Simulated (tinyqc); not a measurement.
From results back to parameters: hole subbands of a hard-walled well, four-band Luttinger model. Two cases, with inputs chosen for the exercise.

Problem. At k = 0 in a hard-walled well HHn = c (g1 - 2 g2)(n pi/L)^2 - Z0 and LHn = c (g1 + 2 g2)(n pi/L)^2 + Z0, c = hbar^2/2m0. Two spacings were computed from hidden g1 and g2.

Constants: hbar^2/2m0 = 3.80998211 eV angstrom^2.

Case 1.

Values chosen (out of a larger set: near those of GaAs; not measured data): L = 155 angstrom (well width along [001]); Z0 = 0 eV (shear strain energy).

HH2 - HH1 = 13.476 meV
LH1 - HH1 = 12.897 meV

Case 2.

Values chosen (out of a larger set: near those of Ge; not measured data): L = 130 angstrom (well width along [001]); Z0 = 0.0684 eV (shear strain energy).

HH2 - HH1 = 31.506 meV
LH1 - HH1 = 174.626 meV

Find: u = c (pi/L)^2; g2; g1.
Solution. HH2 - HH1 = 3u (g1 - 2 g2) and LH1 - HH1 = 4 u g2 + 2 Z0.

Case 1.

u = c (pi/L)^2 = 1.565 meV
g2 = 2.06
g1 = 6.99

Case 2.

u = c (pi/L)^2 = 2.225 meV
g2 = 4.25
g1 = 13.22

Computed by tinyqc, one run a case: `OMP_NUM_THREADS=1 python tinyqc.py N N+1 out.jsonl` with N = 1282578, 1282715; one thread of a shared Intel(R) Xeon(R) Processor @ 2.30GHz, about 0.1 s a run at most.
